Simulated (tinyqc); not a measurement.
Diamond against structures with more neighbours: Stillinger-Weber potential for a tetrahedral semiconductor. Computed by tinyqc, a small Python program. Command: `OMP_NUM_THREADS=1 python tinyqc.py 3022917 3022918 out.jsonl swsi walk`. One thread of a shared host (Intel(R) Xeon(R) Processor @ 2.30GHz), about 0.04 s of CPU time with the checks.

With x = r/sigma: pair term eps A (B x^-4 - 1) exp(1/(x - a)); for each pair of neighbours j, k of atom i, three-body term eps lambda exp(gamma/(x_ij - a) + gamma/(x_ik - a)) (cos theta_jik + 1/3)^2; both vanish beyond x = a. A = 7.049556277, B = 0.6022245584, a = 1.8.

Inputs (values chosen for the exercise, modelled on silicon):

| quantity | value | unit |
|---|---|---|
| energy scale eps | 2.284 | eV |
| length scale sigma | 2.083 | angstrom |
| three-body strength lambda | 20.9 | - |
| gamma | 1.2 | - |

Method. Each structure is relaxed in its neighbour distance d (lowest minimum for d between sigma and 1.7 sigma), with all neighbours inside the cut-off, second shells too where they fall inside.

Energies per atom (eV):

| structure | first neighbours | d (angstrom) | pair | three-body | total | volume (angstrom^3) |
|---|---|---|---|---|---|---|
| diamond | 4 | 2.3381 | -4.5680 | 0.0000 | -4.5680 | 19.678 |
| simple cubic | 6 | 2.5960 | -5.9559 | 1.6691 | -4.2868 | 17.494 |
| bcc | 8 | 2.7929 | -6.7511 | 2.4674 | -4.2837 | 16.771 |
| fcc | 12 | 2.9142 | -6.7243 | 2.5616 | -4.1628 | 17.499 |

What does the comparison show, and why?

The order is diamond < simple cubic < bcc < fcc, the lowest two 0.281 eV apart. Against diamond the pair energy changes by -1.39 (simple cubic), -2.18 (bcc), -2.16 (fcc) eV, while angles away from 109.47 degrees cost 1.67, 2.47, 2.56 eV; the bonds stretch to 2.91 angstrom in fcc to weaken that penalty.

Extremes, crossings and ranges named in words are read from the listed rows.
